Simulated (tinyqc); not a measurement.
Empirical pseudopotential in a few plane waves, step by step. One step of it, computed by the program tinyqc.

Problem. Bloch Hamiltonian at G. Basis: the 15 shortest G (labels in 2 pi/a), the same at every k. H(G,G') = c |k + G|^2 delta + VS(|G-G'|^2) cos((G-G').tau) + i VA sin((G-G').tau), tau = a/8 (1,1,1); 1 Ry = 13.605693 eV.

Parameters chosen for this model: fcc lattice, atoms at +/- a/8 (1,1,1); form factors in rydberg at |G|^2 in units of (2 pi/a)^2:
```
parameter                 value      unit
a                      5.370000  angstrom
VS(3)                 -0.197000        Ry
VS(8)                  0.019000        Ry
VS(11)                 0.059000        Ry
VA(3)                         0        Ry
VA(4)                         0        Ry
VA(11)                        0        Ry
hbar^2/2m (2 pi/a)^2   5.215958        eV
```

k point G (2 pi / a): 0  0  0

Give: H(k) at G.

Solution.

H(k) at G (eV):
```
         +0+0+0   -1-1-1   -1-1+1   -1+1-1   -1+1+1   +1-1-1   +1-1+1   +1+1-1
+0+0+0   0.0000   1.8953  -1.8953  -1.8953  -1.8953  -1.8953  -1.8953  -1.8953
-1-1-1   1.8953  15.6479   0.0000   0.0000  -0.2585   0.0000  -0.2585  -0.2585
-1-1+1  -1.8953   0.0000  15.6479   0.2585   0.0000   0.2585   0.0000   0.0000
-1+1-1  -1.8953   0.0000   0.2585  15.6479   0.0000   0.2585   0.0000   0.0000
-1+1+1  -1.8953  -0.2585   0.0000   0.0000  15.6479   0.0000   0.2585   0.2585
+1-1-1  -1.8953   0.0000   0.2585   0.2585   0.0000  15.6479   0.0000   0.0000
+1-1+1  -1.8953  -0.2585   0.0000   0.0000   0.2585   0.0000  15.6479   0.2585
+1+1-1  -1.8953  -0.2585   0.0000   0.0000   0.2585   0.0000   0.2585  15.6479
+1+1+1   1.8953   0.0000  -0.2585  -0.2585   0.0000  -0.2585   0.0000   0.0000
-2+0+0   0.0000  -1.8953  -1.8953  -1.8953   1.8953   0.5676  -0.5676  -0.5676
+0-2+0   0.0000  -1.8953  -1.8953   0.5676  -0.5676  -1.8953   1.8953  -0.5676
+0+0-2   0.0000  -1.8953   0.5676  -1.8953  -0.5676  -1.8953  -0.5676   1.8953
+0+0+2   0.0000  -0.5676   1.8953  -0.5676  -1.8953  -0.5676  -1.8953   0.5676
+0+2+0   0.0000  -0.5676  -0.5676   1.8953  -1.8953  -0.5676   0.5676  -1.8953
+2+0+0   0.0000  -0.5676  -0.5676  -0.5676   0.5676   1.8953  -1.8953  -1.8953

         +1+1+1   -2+0+0   +0-2+0   +0+0-2   +0+0+2   +0+2+0   +2+0+0
+0+0+0   1.8953   0.0000   0.0000   0.0000   0.0000   0.0000   0.0000
-1-1-1   0.0000  -1.8953  -1.8953  -1.8953  -0.5676  -0.5676  -0.5676
-1-1+1  -0.2585  -1.8953  -1.8953   0.5676   1.8953  -0.5676  -0.5676
-1+1-1  -0.2585  -1.8953   0.5676  -1.8953  -0.5676   1.8953  -0.5676
-1+1+1   0.0000   1.8953  -0.5676  -0.5676  -1.8953  -1.8953   0.5676
+1-1-1  -0.2585   0.5676  -1.8953  -1.8953  -0.5676  -0.5676   1.8953
+1-1+1   0.0000  -0.5676   1.8953  -0.5676  -1.8953   0.5676  -1.8953
+1+1-1   0.0000  -0.5676  -0.5676   1.8953   0.5676  -1.8953  -1.8953
+1+1+1  15.6479  -0.5676  -0.5676  -0.5676  -1.8953  -1.8953  -1.8953
-2+0+0  -0.5676  20.8638   0.2585   0.2585  -0.2585  -0.2585   0.0000
+0-2+0  -0.5676   0.2585  20.8638   0.2585  -0.2585   0.0000  -0.2585
+0+0-2  -0.5676   0.2585   0.2585  20.8638   0.0000  -0.2585  -0.2585
+0+0+2  -1.8953  -0.2585  -0.2585   0.0000  20.8638   0.2585   0.2585
+0+2+0  -1.8953  -0.2585   0.0000  -0.2585   0.2585  20.8638   0.2585
+2+0+0  -1.8953   0.0000  -0.2585  -0.2585   0.2585   0.2585  20.8638
```
